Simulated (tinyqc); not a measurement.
Resistance of a tapered via with liner, size effect and interface: one step of the calculation.

A round via whose diameter grows from db at the bottom as D(z) = db + 2 z/tan(ang). The fill, of diameter D - 2 tl, starts above the bottom liner (thickness fb tl) and has rho = rho0 (1 + ks lam/(D - 2 tl)); the sidewall liner conducts in parallel with it. The bottom liner and the interface are crossed over the full area pi db^2/4. Spreading in the lines above and below is left out.

Question. Slices of the via. Slices between z0 = fb tl and hv, evaluated at their midpoints: conductance per length pi/4 [(D - 2 tl)^2/rho + (D^2 - (D - 2 tl)^2)/rl], slice resistance = slice height over that. 6 slices.

Inputs (values chosen for the exercise); fill metal close to molybdenum: diameter at the bottom db = 27 nm; height hv = 34 nm; sidewall angle ang = 88 degrees; bulk resistivity of the fill rho0 = 5.21 uohm cm; mean free path of the fill lam = 11.3 nm; size-effect factor ks = 1.3; liner on the sidewall tl = 0.4 nm; liner at the bottom over that on the sidewall fb = 0.5; resistivity of the liner rl = 200 uohm cm.

Wanted: z; D; rho; slice resistance.

Answer.

```
slice  z (nm)  D (nm)  rho (uohm cm)  slice resistance (ohm)
0      3.0167  27.211         8.1079                 0.83165
1      8.6500  27.604         8.0653                 0.80322
2      14.283  27.998         8.0240                 0.77619
3      19.917  28.391         7.9839                 0.75048
4      25.550  28.784         7.9449                 0.72599
5      31.183  29.178         7.9070                 0.70266
```

tinyqc, about 0.01 s, one thread, Intel Xeon 2.30GHz (shared host): `OMP_NUM_THREADS=1 python tinyqc.py 2750042 2750043 out.jsonl`
